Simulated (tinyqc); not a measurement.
# Trench capacitor in an array: capacitance, non-linearity, leakage and relaxation: capacitance, non-linearity and leakage against thickness

A film between two metal electrodes, each interface adding a series capacitance ci. The small-signal permittivity is ek (1 + aq E^2); the field is found with the linear permittivity. Leakage J = J0 sinh(E/Ef). After a voltage step the film passes a relaxation current kr C V tt^(-nr), tt being the time in seconds. The sidewall is a coaxial capacitor with radii a = dm/2 - t and b = dm/2, depth AR dm; the end face is left out.

Planar film: Cf = eps0 ek/t, 1/C = 1/Cf + 2/ci, EOT = 3.9 eps0/C, effective permittivity C t/eps0, E = (V/t) C/Cf; quadratic coefficient [C(V)/C - 1]/V^2 with Cf (1 + aq E^2) in C(V).

Inputs (values chosen for the exercise); permittivity of the order of that of tantalum oxide:
```
symbol    value       unit                                                             meaning
ek           24                                              relative permittivity of the film
ci          150    uF/cm^2  capacitance of each electrode interface (dead layer and screening)
aq       0.0066  cm^2/MV^2                     quadratic field coefficient of the permittivity
V           0.8          V                                                                bias
J0      4.3e-10     A/cm^2                                                   leakage prefactor
Ef         0.39      MV/cm                             field for an e-fold rise of the leakage
```

Constants: eps0 = 8.8541878128e-14 F/cm where lengths are in cm. Results are converted to the units shown.

Results:
```
t (nm)  C (uF/cm^2)  EOT (nm)  effective permittivity  E (MV/cm)  quadratic coefficient (ppm/V^2)  J (A/cm^2)
2.5          7.6347   0.45229                  21.557     2.8743                            76100   3.4130e-7
5.5          3.6744   0.93979                  22.824     1.3833                            18754   7.4554e-9
8.2          2.5049    1.3785                  23.198    0.94303                           8862.8   2.3939e-9
12           1.7300    1.9960                  23.446    0.65129                           4273.2   1.1016e-9
18           1.1623    2.9710                  23.628    0.43756                           1943.8  5.9021e-10
27          0.77887    4.4335                  23.751    0.29322                           877.43  3.5462e-10
40          0.52751    6.5460                  23.831    0.19859                           403.86  2.2855e-10
60          0.35250    9.7960                  23.887    0.13271                           180.76  1.4916e-10
```

Estimate the missing row, t = 3.7 nm.

Computed row:
```
t (nm)  C (uF/cm^2)  EOT (nm)  effective permittivity  E (MV/cm)  quadratic coefficient (ppm/V^2)  J (A/cm^2)
3.7          5.3347   0.64729                  22.293     2.0084                            38564   3.7059e-8
```

With this row back in the table: C falls from 7.63 to 0.353 uF/cm^2 while the effective permittivity goes from 21.6 to 23.9 (ek = 24). EOT is a straight line in t with slope 3.9/ek = 0.163 and intercept 0.0460 nm. The quadratic coefficient goes as t^(-1.73) between the first two rows and t^(-1.98) between the last two (-2 without interfaces), and J falls by 3.36 decades. For t = 2.5, 3.7 direct tunnelling, left out, would add to the leakage.

tinyqc, about 0.01 s, one thread, Intel Xeon 2.30GHz (shared host): `OMP_NUM_THREADS=1 python tinyqc.py 2102132 2102133 out.jsonl`
